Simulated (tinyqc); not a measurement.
Ballistic Schottky-barrier transistor with a two-dimensional channel, WKB contacts: two steps of the calculation.

Source Fermi level 0, drain Fermi level -Vd. Far from the contacts Ec = pn - psi, and the gate moves psi one to one; the band edges relax as exp(-x/lam) from pn at the source and pn - Vd at the drain; Ev = Ec - Eg. A carrier of energy w inside the channel band meets at a contact a barrier of height D (the contact edge beyond the channel edge): T = 1 for w >= D, else exp(-S), S = 4 lam sqrt(m/C) [sqrt(D - w) - sqrt(w) arctan sqrt((D - w)/w)], C = hbar^2/(2 m0). The two contacts combine as Ts Td/(Ts + Td - Ts Td).

Values chosen for this exercise; channel values close to those of a black phosphorus layer:
```
symbol,value,unit,meaning
T,350,K,temperature
Eg,0.656,eV,band gap
pn,0.41,eV,barrier for electrons at both contacts
mp,0.16,m0,hole mass
g,1,,valleys or subbands
lam,3.3,nm,screening length at the contacts
Vd,0.3,V,drain bias
ps,-0.07,V,band shift psi of the channel by the gate
w0,0.17,eV,energy of one carrier inside the channel band
wm,0.58,eV,upper end of the grid
nE,15,,points of the grid
```

Constants: q = 1.602176634e-19 C, kB = 1.380649e-23 J/K, hbar = 1.054571817e-34 J s, h = 6.62607015e-34 J s, m0 = 9.1093837015e-31 kg, Vt = kB T/q, hbar^2/(2 m0) = 0.0380998212 eV nm^2. Results are converted to the units shown.

Problem 1. Transmission of one of the holes. S and T at both contacts for w = w0, and the tunnelling distance lam ln(D/w) at the higher barrier.

D for holes (eV): source 0.07000000, drain 0.37000000

Find: S at the source; S at the drain; combined T; tunnelling distance.

Solution 1.

S at the source = 0
S at the drain = 2.885
combined T = 0.05586
tunnelling distance = 2.566 nm

Problem 2. Current of the holes on a coarse grid. I/W = g (2 q^2/h) int T(w) [N(Es + w) - N(Ed + w)] dw with w the energy of motion along the channel, N(y) = (1/2 pi) sqrt(pi m kB T/C) Fm(-y/kB T), Fm(x) = (1/sqrt(pi)) int_0^infinity u^(-1/2)/(1 + exp(u - x)) du. Electrons: Ds = psi, Dd = psi - Vd, Es = Ec, Ed = Ec + Vd. Holes: Ds = -psi, Dd = Vd - psi, Es = -Ev, Ed = -Ev - Vd. The size of each current is taken; both flow from drain to source and add. Simpson's rule on nE equally spaced w from 0 to wm.

Give: w; Ts; Td; T; size of the supply difference; current.

Solution 2.

| point | w (eV) | Ts | Td | T | size of the supply difference (1/um) |
|---|---|---|---|---|---|
| 0 | 0.00000 | 7.7951e-4 | 7.1464e-8 | 7.1458e-8 | 222.57 |
| 1 | 0.04143 | 0.46926 | 1.6076e-4 | 1.6073e-4 | 176.34 |
| 2 | 0.08286 | 1.0000 | 0.0022373 | 0.0022373 | 119.38 |
| 3 | 0.12429 | 1.0000 | 0.013240 | 0.013240 | 60.363 |
| 4 | 0.16571 | 1.0000 | 0.049655 | 0.049655 | 21.465 |
| 5 | 0.20714 | 1.0000 | 0.13731 | 0.13731 | 6.1029 |
| 6 | 0.24857 | 1.0000 | 0.30142 | 0.30142 | 1.5960 |
| 7 | 0.29000 | 1.0000 | 0.54552 | 0.54552 | 0.40752 |
| 8 | 0.33143 | 1.0000 | 0.82465 | 0.82465 | 0.10340 |
| 9 | 0.37286 | 1.0000 | 1.0000 | 1.0000 | 0.026196 |
| 10 | 0.41429 | 1.0000 | 1.0000 | 1.0000 | 0.0066335 |
| 11 | 0.45571 | 1.0000 | 1.0000 | 1.0000 | 0.0016796 |
| 12 | 0.49714 | 1.0000 | 1.0000 | 1.0000 | 4.2528e-4 |
| 13 | 0.53857 | 1.0000 | 1.0000 | 1.0000 | 1.0768e-4 |
| 14 | 0.58000 | 1.0000 | 1.0000 | 1.0000 | 2.7264e-5 |

current = 12.279 uA/um

Range of the model: No scattering, image-force lowering, channel charge or band-to-band tunnelling; parabolic kappa overstates S deep in the gap.

tinyqc, about 0.3 s, one thread, Intel Xeon 2.30GHz (shared host): `OMP_NUM_THREADS=1 python tinyqc.py 2390101 2390102 out.jsonl`
